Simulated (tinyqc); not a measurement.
Electron-beam lithography: double-Gaussian proximity function, edge placement and dose correction for parallel lines: one step, computed by the program tinyqc.

Lines are infinitely long. Absorbed energy is counted so that the middle of a very large area written at dose 1 receives 1; the resist develops where it exceeds 1/2.

Question. Dose to size and latitude. A test line of width w << beta in surroundings of density rho, all at dose d: near its edge E(x) = d [S + eta rho]/(1 + eta), S = [erf((b - x)/alpha) - erf((a - x)/alpha)]/2 for edges a and b, the second term being the background energy. Dose to size d_s = (1 + eta)/(erf(w/alpha) + 2 eta rho), dose = d_s D0; edge slope d [1 - exp(-w^2/alpha^2)]/(sqrt(pi) alpha (1 + eta)); width change per 1 % of dose = 2 x 0.01 x (1/2)/slope.

Inputs (values chosen for the exercise, of the order of those for 20 keV electrons in resist on silicon):
```
quantity,value,unit
forward range alpha,0.027,micrometre
backscatter ratio eta,0.72,-
base dose D0,58,microcoulomb/cm^2
width of the test line,0.09,micrometre
pattern density around the test line,0.72,-
```

Give: dose to size d_s; dose; edge slope; width change per 1 % of dose; background energy.

Answer.

dose to size d_s = 0.8445

dose = 48.98 microcoulomb/cm^2

edge slope = 0.01026 1/nm

width change per 1 % of dose = 0.9747 nm

background energy = 0.2545

The background supplies 51 % of the threshold.
